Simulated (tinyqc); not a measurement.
Special k points of the bcc lattice, step by step. Values are carried at full precision from step to step, so a last printed digit may differ when a step is redone from the rounded ones.

Lattice vectors in units of a: a1 = (-1/2, 1/2, 1/2), a2 = (1/2, -1/2, 1/2), a3 = (1/2, 1/2, -1/2); reciprocal vectors b_i with a_i . b_j = 2 pi delta_ij. Mesh: k = sum_i f_i b_i with f_i = (2 j_i + shift)/(2 N), j_i = 0 .. N-1. The point group of the lattice has 48 operations; only those that map the mesh onto itself are used.

Parameters, chosen for this exercise:
```
symbol  value  unit  meaning
N       2            points along each reciprocal vector
shift   0            half steps
D       1.18   eV    half gap term
t       0.69   eV    coupling
e0      2.62   eV    offset
```

## Irreducible points and weights

Join points that an operation carries into one another (modulo reciprocal vectors); list each class by its first point in the order of (j1, j2, ...).

Irreducible points:
```
f1          f2      f3  weight
0.0000  0.0000  0.0000       1
0.0000  0.0000  0.5000       6
0.5000  0.5000  0.5000       1
```

operations that keep the mesh = 48
irreducible points = 3

The weights add up to 8 = N^3; symmetry saves a factor 2.7.

## Which stars the mesh integrates

A_m(k) = sum over the m-th star of lattice vectors R of cos(k . R), stars in order of length: m = 1: |R|^2 = 0.75, 8 vectors, such as (1, 1, 1) in the basis a_i; m = 2: |R|^2 = 1, 6 vectors, such as (1, 1, 0) in the basis a_i; m = 3: |R|^2 = 2, 12 vectors, such as (2, 1, 1) in the basis a_i; m = 4: |R|^2 = 2.75, 24 vectors, such as (2, 2, 1) in the basis a_i; m = 5: |R|^2 = 3, 8 vectors, such as (2, 2, 2) in the basis a_i; m = 6: |R|^2 = 4, 6 vectors, such as (2, 2, 0) in the basis a_i. The zone mean of every A_m is zero.

Lattice vectors in units of a: a1 = (-1/2, 1/2, 1/2), a2 = (1/2, -1/2, 1/2), a3 = (1/2, 1/2, -1/2); f are fractions of the reciprocal vectors. Evaluate the first six A_m at each irreducible point (k . R = 2 pi sum f_i n_i) and form the weighted means.

A_m at the points, rows 1, 2, 3; columns m=1, m=2, m=3, m=4, m=5, m=6:
$$\begin{pmatrix}
8.000 & 6.000 & 12.000 & 24.000 & 8.000 & 6.000 \\
0.000 & -2.000 & -4.000 & 0.000 & 8.000 & 6.000 \\
-8.000 & 6.000 & 12.000 & -24.000 & 8.000 & 6.000
\end{pmatrix}$$

weighted means: m=1 0.000, m=2 0.000, m=3 0.000, m=4 0.000, m=5 8.000, m=6 6.000

The first star with a non-zero mean is m = 5 (|R|^2 = 3, mean +8.000): it holds vectors of the N-fold supercell, which the mesh cannot tell from R = 0.

## A zone average from the irreducible points

Test function, the lower band of a two-band insulator: E(k) = -sqrt(D^2 + (e0 - t A_1(k))^2).

Lattice vectors in units of a: a1 = (-1/2, 1/2, 1/2), a2 = (1/2, -1/2, 1/2), a3 = (1/2, 1/2, -1/2). Evaluate E at each point and take the weighted mean; the reference uses the unshifted mesh with N = 24.

E at the points (eV): [-3.1309, -2.8735, -8.2251]

weighted mean = -3.5746 eV
reference mean = -3.1477 eV

The error is -426.89 meV with 3 points.

## Checks

- Weighted mean over irreducible points against the plain mean over the whole mesh (eV): both -3.574594.
- Reference mean against a mesh of N = 30 (eV): both -3.1477.

(tinyqc, `OMP_NUM_THREADS=1 python tinyqc.py 1650405 1650406 out.jsonl`, Intel(R) Xeon(R) Processor @ 2.30GHz, 1 thread, shared host, about 0.2 s.)
